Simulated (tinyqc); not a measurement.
MOSFET in the linear regime without short-channel effects, parameter extraction from computed curves: one step of the calculation.

Inversion charge Q = Cox n Vt W0(exp((Vg - VT)/(n Vt))), W0 the Lambert function and n = nf; u = Q/Cox; mobility mu = mu0/(1 + th1 u + th2 u^2); channel resistance Rch = (L - dL)/(W mu Q); Id = Vd/(Rch + Rsd/W). Cox = eps0 eox/tox. Small Vd, no channel-length or drain effects.

Problem. Transfer curve. u, mu, Rch and Id as defined.

Parameters, values chosen for the exercise; channel values of the order met in silicon transistors: temperature T = 77 K; relative permittivity of the gate insulator (close to silicon dioxide) eox = 3.9; insulator thickness tox = 5.3 nm; low-field mobility mu0 = 300 cm^2/(V s); first mobility attenuation factor th1 = 0.53 1/V; second mobility attenuation factor th2 = 0.15 1/V^2; threshold voltage VT = 0.68 V; body factor nf = 1.39; gate width W = 1 um; drawn gate length L = 0.88 um; drawn less effective length dL = 0.005 um; source plus drain resistance Rsd = 170 ohm um; drain voltage Vd = 0.02 V.

Constants: q = 1.602176634e-19 C, kB = 1.380649e-23 J/K, Vt = kB T/q, eps0 = 8.8541878128e-14 F/cm where lengths are in cm. Results are converted to the units shown.

Vg, point 0 to 9 (V): 0.52  0.6  0.68  0.76  0.84  0.92  1  1.08  1.16  1.24

Find: u; mu; Rch; Id.

Solution.

```
point	u (V)	mu (cm^2/(V s))	Rch (ohm)	Id (uA)
0	2.697e-10	300.0	1.660e13	1.205e-9
1	1.577e-6	300.0	2.839e9	7.045e-6
2	0.005231	299.2	8.582e5	0.02330
3	0.06237	290.2	7.419e4	0.2690
4	0.1352	279.2	3.557e4	0.5597
5	0.2111	268.2	2.372e4	0.8372
6	0.2883	257.5	1.810e4	1.095
7	0.3660	247.1	1.485e4	1.332
8	0.4443	237.1	1.275e4	1.548
9	0.5228	227.6	1.129e4	1.746
```

Program tinyqc, `OMP_NUM_THREADS=1 python tinyqc.py 2210114 2210115 out.jsonl`; Intel Xeon 2.30GHz, shared host, one thread, about 0.01 s.
